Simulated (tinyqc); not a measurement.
Velocity overshoot from momentum and energy balance equations after a field step: one step, computed by the program tinyqc.

At t = 0 the field jumps from 0 to F in a uniform sample. v is the drift velocity and u = w - (3/2) k_B T the excess energy per carrier.

Question. First four steps. dv/dt = e F/m - v/tau_m(u), du/dt = e F v - u/tau_E, tau_m(u) = tau_0/(1 + c u), tau_0 = m mu_0/e, c = mu_0/(e tau_E v_s^2); this choice gives the steady state v (1 + mu_0 F v/v_s^2) = mu_0 F, which saturates at v_s. Step: v_new = (v + dt e F/m)/(1 + dt/tau_m(u)), u_new = (u + dt e F v_new)/(1 + dt/tau_E). Start v = u = 0; the distance adds dt (v + v_new)/2.

Inputs (values chosen for the exercise, modelled on electrons in GaN except for tau_E): energy relaxation time tau_E = 0.83 ps; field after the step F = 15 kV/cm; lattice temperature T = 300 K; time step dt = 12 fs.

Scheme: implicit in the damping.

c = 4.004939 1/eV

tau_0 = 143.2779 fs

acceleration e F/m = 0.01256300 1e7 cm/s per fs

Give: Steps.

Answer.

Steps:
```
step  t (fs)  v (1e7 cm/s)    u (eV)  tau_m (fs)
1         12        0.1391  0.000247       143.1
2         24        0.2674  0.000718       142.9
3         36        0.3858  0.001392       142.5
4         48        0.4949  0.002250       142.0
```
